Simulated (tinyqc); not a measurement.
Chemically amplified photoresist: aerial image, acid generation, bake, development and line width: one step, computed by the program tinyqc. Command: `OMP_NUM_THREADS=1 python tinyqc.py 3022785 3022786 out.jsonl resist walk`. One thread of a shared host (Intel(R) Xeon(R) Processor @ 2.30GHz), about 0.03 s of CPU time with the checks.

Lines and spaces of pitch p with a two-beam-like image; x = 0 is the middle of the bright space. The resist is positive and treated as uniform in depth.

Task: Space width and dose latitude. Dose E(x) = E [1 + c cos(2 pi x/p)]; acid h = 1 - exp(-C E(x)). Bake: the acid image is blurred by a Gaussian of variance sigma^2 = 2 D t (each Fourier term k of h, taken on 64 points, is multiplied by exp(-4 pi^2 k^2 D t/p^2)). The quencher then removes q, h_eff = max(h_blurred - q, 0); protection m = exp(-k_amp t h_eff). Mack rate r = r_max (a + 1)(1 - m)^n/(a + (1 - m)^n) + r_min, a = ((n + 1)/(n - 1))(1 - m_th)^n. Edge: vertical development clears the film where r t_d >= d; the space width is twice the x where r = d/t_d. Dose sensitivity = d ln(width)/d ln E from widths at 1.005 E and E/1.005; image log-slope at the edge = |d ln E/dx|, normalised by the width (NILS); latitude for 10 % of width = 10 %/sensitivity.

Inputs (values chosen for the exercise, for a model resist at 13.5 nm):
```
quantity,value,unit
pitch p,36,nm
image contrast c,0.62,-
mean dose E,31.9,mJ/cm^2
Dill parameter C,0.03,cm^2/mJ
"quencher load q, relative to the acid generator",0.11,-
acid diffusivity D,0.069,nm^2/s
bake time t,45,s
amplification rate k_amp,0.02,1/s
threshold protection m_th,0.46,-
development selectivity n,20,-
largest rate r_max,900,nm/s
smallest rate r_min,0.12,nm/s
resist thickness d,40,nm
development time t_d,60,s
```

Give: space width; dose sensitivity; NILS; dose latitude.

Result:

space width = 16.52 nm

dose sensitivity = 1.250

NILS = 1.641

dose latitude = 8.003 %

At the same width a resist without blur would give a sensitivity 2/NILS = 1.219; the blur multiplies it by 1.03. Caution: lateral development, standing waves and the joint diffusion of acid and quencher are left out, so widths are indicative.
